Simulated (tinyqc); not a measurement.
Reduced Fermi level from a carrier density: charge neutrality of a doped semiconductor with incomplete ionisation. Computed by tinyqc, a small Python program. Command: `OMP_NUM_THREADS=1 python tinyqc.py 3017826 3017827 out.jsonl dopant walk`. One thread of a shared host (Intel(R) Xeon(R) Processor @ 2.30GHz), about 0.02 s of CPU time with the checks.

Energies are counted from the top of the valence band; E_D is measured down from the conduction band and E_A up from the valence band.

Inputs (values chosen for the exercise, modelled on AlN):
```
quantity             value  unit
gap at 0 K E_g0       6.09    eV
Varshni alpha      0.00173  eV/K
Varshni beta          1450     K
electron mass m_e    0.331   m_0
valleys M_c              1     -
hole mass m_h         2.58   m_0
temperature T          150     K
```

Doping: n-type. Statistics of the bands: Boltzmann.

ratios u of density to N: 0.017  0.054  0.17  0.52  1.6  5  16

Constants: m_0 = 9.1093837015e-31 kg; k_B = 1.380649e-23 J/K; h = 6.62607015e-34 J s; k_B = 8.617333262e-05 eV/K.

Method:
- E_g = E_g0 - alpha T^2/(T + beta).
- N_c = 2 M_c (2 pi m_e k_B T/h^2)^(3/2) and N_v = 2 (2 pi m_h k_B T/h^2)^(3/2), masses in units of m_0.
- n_i = sqrt(N_c N_v) exp(-E_g/(2 k_B T)); E_i = E_g/2 + (k_B T/2) ln(N_v/N_c).
- F_1/2(eta) = (2/sqrt(pi)) int_0^infinity sqrt(x)/(1 + exp(x - eta)) dx, by the trapezoid rule in t = sqrt(x) with step 0.02 up to t = 12 (for eta < -12 by exp(eta) - exp(2 eta)/2^(3/2)).
- For u = density/N of the majority band, eta solves F_1/2(eta) = u (bisection). Boltzmann: ln u. Joyce-Dixon: ln u + u/sqrt(8) - 4.95009e-3 u^2 + 1.48386e-4 u^3 - 4.42563e-6 u^4. Degenerate limit: (3 sqrt(pi) u/4)^(2/3). The last column is (eta - ln u) k_B T.

N_c = 1.68954e+18 cm^-3

k_B T = 0.0129260 eV

Eta by four rules:
```
u      density (cm^-3)    exact  Boltzmann  Joyce-Dixon  degenerate  Boltzmann error (meV)
0.017       2.8722e+16  -4.0685    -4.0745      -4.0685      0.0799             7.7672e-02
0.054       9.1235e+16  -2.8997    -2.9188      -2.8997      0.1727             2.4660e-01
0.17        2.8722e+17  -1.7120    -1.7720      -1.7120      0.3710             7.7507e-01
0.52        8.7856e+17  -0.4714    -0.6539      -0.4714      0.7818             2.3594e+00
1.6         2.7033e+18   1.0236     0.4700       1.0236      1.6539             7.1557e+00
5           8.4477e+18   3.2695     1.6094       3.2692      3.5351             2.1458e+01
16          2.7033e+19   7.5663     2.7726       7.4800      7.6766             6.1964e+01
```

What follows from these numbers?

Boltzmann statistics place E_F within 1 meV of the exact value up to u = 0.170 of those listed and miss by 62.0 meV at u = 16. Joyce-Dixon stays within 0.01 in eta up to u = 5.00; the degenerate limit is still 1.5 % high at the last u. Past u of about 10 the Joyce-Dixon series fails. A parabolic band is assumed throughout.
